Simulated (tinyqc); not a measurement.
## One rectangular barrier with mass mismatch, transfer matrices: effect of the barrier mass and of the matching rule

One electron of energy E comes from the left lead (band edge 0); no transverse momentum. Parabolic bands, masses in units of m0, C = hbar^2/(2 m0); psi and psi'/m are continuous at every interface. The right lead equals the left one.

For the pair (psi, psi'/m) a flat layer has M = [[cos kd, (m/k) sin kd], [-(k/m) sin kd, cos kd]] with k = sqrt(m (E - U)/C) above its edge U, and M = [[cosh Kd, (m/K) sinh Kd], [(K/m) sinh Kd, cosh Kd]] with K = sqrt(m (U - E)/C) below it. The matrices are multiplied with later layers to the left. With M acting on (psi, psi'/m) and v = k/m in each lead, T(E) = 4 vL vR/[(vL vR M12 - M21)^2 + (vR M11 + vL M22)^2]. The second column matches psi and psi' without the mass (every m outside k and K set to 1), which is not the envelope-function rule when the masses differ.

Values chosen for this exercise; masses and offsets close to those of GaAs wells and AlGaAs barriers:
- mL = 0.067 m0 (mass in the left lead)
- U1 = 0.25 eV (barrier height)
- d1 = 6.3 nm (barrier width)
- E = 0.289 eV (electron energy)

Constants: q = 1.602176634e-19 C, hbar = 1.054571817e-34 J s, m0 = 9.1093837015e-31 kg, hbar^2/(2 m0) = 0.0380998212 eV nm^2. Results are converted to the units shown.

Results:

| m1 (m0) | T(E), psi'/m matched | T(E), psi' matched | ratio |
|---|---|---|---|
| 0.037 | 0.6590 | 0.2821 | 0.4280 |
| 0.048 | 0.5411 | 0.3282 | 0.6066 |
| 0.06 | 0.4553 | 0.3848 | 0.8452 |
| 0.097 | 0.3511 | 0.5903 | 1.681 |
| 0.12 | 0.3530 | 0.7224 | 2.046 |
| 0.16 | 0.4492 | 0.9001 | 2.004 |
| 0.2 | 0.7066 | 0.9821 | 1.390 |

Estimate the missing row, m1 = 0.076 m0.

Computed row:

| m1 (m0) | T(E), psi'/m matched | T(E), psi' matched | ratio |
|---|---|---|---|
| 0.076 | 0.3883 | 0.4692 | 1.208 |

With this row back in the table: With psi'/m matched, T(E) goes from 0.659 through a minimum of 0.351 (at m1 = 0.097 m0 among the rows listed) to 0.707. The other rule gives 0.428 times that in the first row and 1.39 times in the last; the two rules coincide at m1 = mL = 0.067.

Computed by the program tinyqc: `OMP_NUM_THREADS=1 python tinyqc.py 2560125 2560126 out.jsonl`, one thread of a shared Intel Xeon 2.30GHz, about 0.01 s for the whole run.
